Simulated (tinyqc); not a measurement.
Surface potential of a MOS transistor: implicit equation and explicit approximations: one step of the calculation.

p-type body, charge-sheet picture, depletion and inversion only, full ionisation (an idealisation for deep acceptors), Boltzmann statistics (rough once Na exp(x - xn) passes about Nc/7). In units of Vt: xg = (Vg - Vfb)/Vt, x = psi/Vt, G = gamma/sqrt(Vt), xn = (2 phiF + Vc)/Vt. The implicit equation is (xg - x)^2 = G^2 [x - 1 + exp(x - xn)] for x above about 3. Cox = eps0 eox/tox.

Problem. New x. D = exp(x - xn), f = (xg - x)^2 - G^2 (x - 1 + D), f' = -2 (xg - x) - G^2 (1 + D), x(new) = x - f/f'.

x after iteration 1 = 174.79000
G = 12.966240
xn = 154.83130
xg = 347.20718

Give: D; f; f'; x after iteration 2.

Solution.

D = 4.655e8
f = -7.827e10
f' = -7.827e10
x after iteration 2 = 173.8

tinyqc, about 0.01 s, one thread, Intel Xeon 2.30GHz (shared host): `OMP_NUM_THREADS=1 python tinyqc.py 2122020 2122021 out.jsonl`
